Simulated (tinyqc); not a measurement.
# Lossy interposer transmission line with skin effect: what changes with what

A uniform line in a homogeneous dielectric: c = sqrt(er)/(c0 Z0), l = Z0 sqrt(er)/c0 (c0 = 299792458 m/s), g = w c td, w = 2 pi f. The resistance joins its limits as r = sqrt(r_dc^2 + r_hf^2), with r_dc = rho/(wd th), r_hf = kr rho/(2 delta (wd + th)), delta = sqrt(rho/(pi f mu0)), mu0 = 4 pi 1e-7 H/m; this is an interpolation, and internal inductance, up to 0.05 nH/mm at low frequency, is neglected.

Inputs (values chosen for the exercise):
- wd = 3.6 um (width of the strip)
- th = 1.1 um (thickness of the strip)
- rho = 2.2 uohm cm (resistivity)
- er = 2.7 (relative permittivity)
- td = 0.005 (loss tangent)
- Z0 = 75 ohm (lossless impedance sqrt(l/c))
- kr = 1.5 (factor for crowding and the return path)
- len = 5.3 mm (length)
- Rg = 25 ohm (source resistance)
- RL = 50 ohm (load resistance)
- CL = 100 fF (load capacitance)
- f = 29 GHz (frequency)

Each table varies one quantity; the others keep the values above.

## Line properties against frequency

gamma = sqrt((r + i w l)(g + i w c)) = alpha + i beta, Zc = sqrt((r + i w l)/(g + i w c)), roots with positive real part; loss 8.685889638 alpha in dB; phase velocity w/beta. ZL = 1/(1/RL + i w CL); reflection (ZL - Zc)/(ZL + Zc); Zin = Zc (ZL + Zc tanh(gamma len))/(Zc + ZL tanh(gamma len)); H = V_load/V_source = [Zin/(Zin + Rg)]/[cosh(gamma len) + (Zc/ZL) sinh(gamma len)].

Line properties against frequency:
```
f (GHz),r (ohm/mm),r/(w l),loss (dB/mm),|Zc| (ohm),phase velocity over c0,length in wavelengths,|H| (dB)
0.01,5.558,215.2,0.03103,1100,0.05868,0.003013,-6.399
0.03,5.562,71.77,0.05352,635.4,0.1011,0.005244,-6.401
0.09,5.573,23.98,0.09153,367.4,0.1726,0.009221,-6.406
0.3,5.615,7.246,0.1599,202.8,0.2991,0.01773,-6.426
0.8,5.713,2.765,0.2365,128.6,0.4344,0.03256,-6.475
2,5.940,1.150,0.3079,92.59,0.5424,0.06519,-6.604
7,6.808,0.3765,0.3929,77.53,0.5987,0.2067,-7.267
20,8.666,0.1678,0.5151,75.52,0.6066,0.5829,-7.040
60,12.79,0.08253,0.7848,75.13,0.6081,1.744,-13.25
```

r equals w l at 2.32 GHz: below it |Zc| and the delay grow as in an RC line, above it |Zc| tends to Z0 = 75 ohm and the velocity to 1/sqrt(er) = 0.609 c0. The loss goes as f^(0.50) between the first two rows and f^(0.38) between the last two. |H| is -6.40 dB in the first row and -13.3 dB in the last; between rows it can pass through resonances that the table doesn't show.

## Effect of the length

Same model as above.

The same in every row: r (ohm/mm) = 9.747; r/(w l) = 0.1301; loss (dB/mm) = 0.5849; |Zc| (ohm) = 75.32; phase velocity over c0 = 0.6074.

Effect of the length:
```
len (mm),length in wavelengths,|H| (dB)
0.53,0.08441,-4.024
0.93,0.1481,-5.764
1.6,0.2548,-7.976
2.8,0.4459,-7.054
5,0.7963,-9.617
8.7,1.386,-11.09
15,2.389,-14.57
26,4.141,-20.85
```

As len goes from 0.53 to 26, the loss stays at 0.585 dB/mm, |Zc| stays at 75.3 ohm and |H| goes from -4.02 to -20.9 dB, with its highest value among the rows, -4.02 dB, at len = 0.53.

Numbers from tinyqc (`OMP_NUM_THREADS=1 python tinyqc.py 2810191 2810192 out.jsonl`; about 0.01 s on one thread of a shared Intel Xeon 2.30GHz).
